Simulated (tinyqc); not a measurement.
Worked calculation: plane-wave Kohn-Sham cycle with exchange-only LDA in a layered model solid. Computed by tinyqc, a small Python program that keeps every step. Settings: points = 16, plane-wave index or count = 3, electrons = 4, k points = 3, area = 37.0, mixing = 0.1, iteration cap = 55. Command: `OMP_NUM_THREADS=1 python tinyqc.py 24387 24388 out.jsonl` (the two numbers bound the seeds that draw the settings). One thread of a shared host (Intel(R) Xeon(R) Processor @ 2.60GHz), about 0.02 s of CPU time with the checks. Later iterations appear only in the table of the cycle.

## Iteration 1: potential

A solid whose potential varies along x alone (atomic units):
```
parameter                      value
period a                    4.900000
cross-section of the cell  37.000000
electrons per cell                 4
grid points                       16
plane waves -n..n, n               3
k points                           3
V1 in V1 cos(2 pi x/a)     -0.250000
V2 in V2 cos(4 pi x/a)      0.040000
```

density at the start, on the grid x_j = j a/N (e/bohr^3): 0.0220629  0.0220629  0.0220629  0.0220629  0.0220629  0.0220629  0.0220629  0.0220629  0.0220629  0.0220629  0.0220629  0.0220629  0.0220629  0.0220629  0.0220629  0.0220629

V_H(G) = 4 pi rho(G)/G^2 for G != 0 (uniform background); v_x = -(3 rho/pi)^(1/3); V = V_ext + V_H + v_x; Fourier components f(G_m) = (1/N) sum_j f(x_j) exp(-i G_m x_j).

Potentials on the grid (hartree):
```
x           V_ext      V_H       v_x         V
0.00000  -0.21000  0.00000  -0.27619  -0.48619
0.30625  -0.20269  0.00000  -0.27619  -0.47888
0.61250  -0.17678  0.00000  -0.27619  -0.45297
0.91875  -0.12396  0.00000  -0.27619  -0.40015
1.22500  -0.04000  0.00000  -0.27619  -0.31619
1.53125   0.06739  0.00000  -0.27619  -0.20881
1.83750   0.17678  0.00000  -0.27619  -0.09942
2.14375   0.25925  0.00000  -0.27619  -0.01694
2.45000   0.29000  0.00000  -0.27619   0.01381
2.75625   0.25925  0.00000  -0.27619  -0.01694
3.06250   0.17678  0.00000  -0.27619  -0.09942
3.36875   0.06739  0.00000  -0.27619  -0.20881
3.67500  -0.04000  0.00000  -0.27619  -0.31619
3.98125  -0.12396  0.00000  -0.27619  -0.40015
4.28750  -0.17678  0.00000  -0.27619  -0.45297
4.59375  -0.20269  0.00000  -0.27619  -0.47888
```

V(G_m), m = 0, 1, 2, ... (hartree): -0.27619  -0.12500  0.02000  0.00000  0.00000  0.00000  0.00000

## Iteration 1: Hamiltonian at one k

k = 0.00000 2 pi / a

H(m,m') = (k + G_m)^2/2 delta + V(G_m - G_m'), with V(-G) = V(G).

H (hartree), lower triangle:
```
          -3        -2        -1        +0        +1        +2       +3
-3   7.12293
-2  -0.12500   3.01231
-1   0.02000  -0.12500   0.54593
+0   0.00000   0.02000  -0.12500  -0.27619
+1   0.00000   0.00000   0.02000  -0.12500   0.54593
+2   0.00000   0.00000   0.00000   0.02000  -0.12500   3.01231
+3   0.00000   0.00000   0.00000   0.00000   0.02000  -0.12500  7.12293
```

## Iteration 1: levels at that k

Diagonalise the Hermitian matrix.

eigenvalues (hartree): -0.31180  0.51964  0.59472  3.01472  3.01524  7.12681  7.12681

## Iteration 1: new density

Motion across x is left out: the lowest 2 band(s) hold two electrons at each of the k points (j + 1/2)/nk - 1/2. Residual R = rho(out) - rho(in); rho(new) = rho(in) + 0.1 R. rho(out) = 2/(a A nk) sum |psi|^2 with psi = sum c exp(i G x). Harris energy E = band energy - dV sum rho (V_H/2 + v_x) + (3/4) dV sum rho v_x with rho(in), dV = a A/N, band energy = (2/nk) sum of the filled levels.

rho(out) (e/bohr^3): 0.0221644  0.0232967  0.0257108  0.0272485  0.0262701  0.0228183  0.0184025  0.0148880  0.0135719  0.0148880  0.0184025  0.0228183  0.0262701  0.0272485  0.0257108  0.0232967

density after iteration 1 (e/bohr^3): 0.0220730  0.0221863  0.0224277  0.0225814  0.0224836  0.0221384  0.0216968  0.0213454  0.0212138  0.0213454  0.0216968  0.0221384  0.0224836  0.0225814  0.0224277  0.0221863

energy per cell = 0.2596373 hartree

## Iteration 2: potential

As before.

Potentials on the grid (hartree):
```
x           V_ext       V_H       v_x         V
0.00000  -0.21000   0.00278  -0.27623  -0.48346
0.30625  -0.20269   0.00276  -0.27671  -0.47663
0.61250  -0.17678   0.00258  -0.27771  -0.45190
0.91875  -0.12396   0.00199  -0.27834  -0.40031
1.22500  -0.04000   0.00080  -0.27794  -0.31713
1.53125   0.06739  -0.00085  -0.27651  -0.20997
1.83750   0.17678  -0.00258  -0.27466  -0.10046
2.14375   0.25925  -0.00389  -0.27317  -0.01781
2.45000   0.29000  -0.00438  -0.27260   0.01302
2.75625   0.25925  -0.00389  -0.27317  -0.01781
3.06250   0.17678  -0.00258  -0.27466  -0.10046
3.36875   0.06739  -0.00085  -0.27651  -0.20997
3.67500  -0.04000   0.00080  -0.27794  -0.31713
3.98125  -0.12396   0.00199  -0.27834  -0.40031
4.28750  -0.17678   0.00258  -0.27771  -0.45190
4.59375  -0.20269   0.00276  -0.27671  -0.47663
```

V(G_m), m = 0, 1, 2, ... (hartree): -0.27618  -0.12418  0.02048  0.00007  0.00000  0.00000  0.00000

## Iteration 2: Hamiltonian at one k

k = 0.00000 2 pi / a

As before.

H (hartree), lower triangle:
```
          -3        -2        -1        +0        +1        +2       +3
-3   7.12294
-2  -0.12418   3.01232
-1   0.02048  -0.12418   0.54595
+0   0.00007   0.02048  -0.12418  -0.27618
+1   0.00000   0.00007   0.02048  -0.12418   0.54595
+2   0.00000   0.00000   0.00007   0.02048  -0.12418   3.01232
+3   0.00000   0.00000   0.00000   0.00007   0.02048  -0.12418  7.12294
```

## Iteration 2: levels at that k

As before.

eigenvalues (hartree): -0.31133  0.51924  0.59482  3.01470  3.01523  7.12678  7.12678

## Iteration 2: new density

As before.

rho(out) (e/bohr^3): 0.0221198  0.0232579  0.0256884  0.0272481  0.0262873  0.0228419  0.0184232  0.0149036  0.0135853  0.0149036  0.0184232  0.0228419  0.0262873  0.0272481  0.0256884  0.0232579

density after iteration 2 (e/bohr^3): 0.0220777  0.0222934  0.0227537  0.0230481  0.0228640  0.0222088  0.0213695  0.0207012  0.0204509  0.0207012  0.0213695  0.0222088  0.0228640  0.0230481  0.0227537  0.0222934

energy per cell = 0.2599478 hartree

## Convergence

Stop when sqrt(dV sum R^2) is below 1e-8, dV = a A/N.

Course of the cycle:
```
iteration  E (hartree)  norm of the residual
1            0.2596373              6.04e-02
2            0.2599478              5.42e-02
3            0.2601790              4.87e-02
4            0.2603500              4.38e-02
5            0.2604758              3.93e-02
6            0.2605676              3.54e-02
7            0.2606342              3.18e-02
8            0.2606819              2.86e-02
9            0.2607158              2.57e-02
10           0.2607395              2.31e-02
11           0.2607558              2.08e-02
...                ...                   ...
45           0.2607713              5.83e-04
46           0.2607712              5.26e-04
47           0.2607712              4.74e-04
48           0.2607712              4.27e-04
49           0.2607712              3.85e-04
50           0.2607712              3.47e-04
51           0.2607712              3.13e-04
52           0.2607711              2.82e-04
53           0.2607711              2.54e-04
54           0.2607711              2.29e-04
55           0.2607711              2.06e-04
```

Not converged within 55 iterations: the residual falls steadily but slowly, by a factor of about 0.90 a step. Reruns (cap 100 unless said): mixing 0.5, Kerker q0 1.0: converged in 40 (E = 0.26077); mixing 0.3, Pulay depth 5: converged in 8 (E = 0.26077); the original settings with a cap of 400: converged in 153 (E = 0.26077).
